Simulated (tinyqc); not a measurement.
Nuclear against electronic stopping over energy: ion implantation: universal nuclear stopping, Lindhard-Scharff electronic stopping and a Gaussian range profile. Computed by tinyqc, a small Python program. Command: `OMP_NUM_THREADS=1 python tinyqc.py 3014853 3014854 out.jsonl implant walk`. One thread of a shared host (Intel(R) Xeon(R) Processor @ 2.30GHz), about 0.07 s of CPU time with the checks.

An ion slows by elastic collisions with screened nuclei and by friction with electrons; channelling is ignored and the target is uniform.

Inputs (values chosen for the exercise, modelled on germanium ions in copper): ion atomic number Z1 = 32; ion mass M1 = 74 u; target atomic number Z2 = 29; target mass M2 = 63.55 u; target density N = 84.9 1/nm^3; scale factor of electronic stopping k = 1.2.

Method:
- Reduced energy eps = 32.53 M2 E/(Z1 Z2 (M1 + M2)(Z1^0.23 + Z2^0.23)), E in keV; s_n = ln(1 + 1.1383 eps)/(2 (eps + 0.01321 eps^0.21226 + 0.19593 eps^0.5)) for eps up to 30 and ln(eps)/(2 eps) above; S_n = 8.462 Z1 Z2 M1 s_n/((M1 + M2)(Z1^0.23 + Z2^0.23)) in 1e-15 eV cm^2.
- S_e = k 3.83 Z1^(7/6) Z2/(Z1^(2/3) + Z2^(2/3))^(3/2) sqrt(E/M1) in 1e-15 eV cm^2, E in keV.
- Path length R = int_0^E dE'/(N (S_n + S_e)); energy lost to nuclei nu = int_0^E S_n/(S_n + S_e) dE' (both with E' = E y^3 and 64 Gauss-Legendre points in y).

Stopping (1e-15 eV cm^2) and range:
```
E (keV)         eps     S_n     S_e  R (nm)     nu/E
1        3.6903e-03  102.86   10.24    2.36  0.90792
2        7.3807e-03  139.47   14.49    3.23  0.90781
5        1.8452e-02  197.23   22.91    5.10  0.90357
10       3.6903e-02  244.22   32.40    7.46  0.89635
20       7.3807e-02  288.40   45.82   11.28  0.88440
50       1.8452e-01  330.20   72.44   20.73  0.85788
100      3.6903e-01  338.45  102.45   34.59  0.82529
200      7.3807e-01  319.48  144.88   60.48  0.77561
500      1.8452e+00  256.13  229.08  134.72  0.67091
```

What does the comparison show, and why?

Nuclear stopping peaks near 100 keV among these rows (eps = 0.37; the universal curve peaks near 0.3). Nuclear stopping leads throughout. The path length grows as E^0.46 at the low end and E^0.87 at the high end; constant stopping would give E^1, and stopping that rises with E, be it nuclear (below its peak) or electronic, gives a lower exponent.

Extremes, crossings and ranges named in words are read from the listed rows.
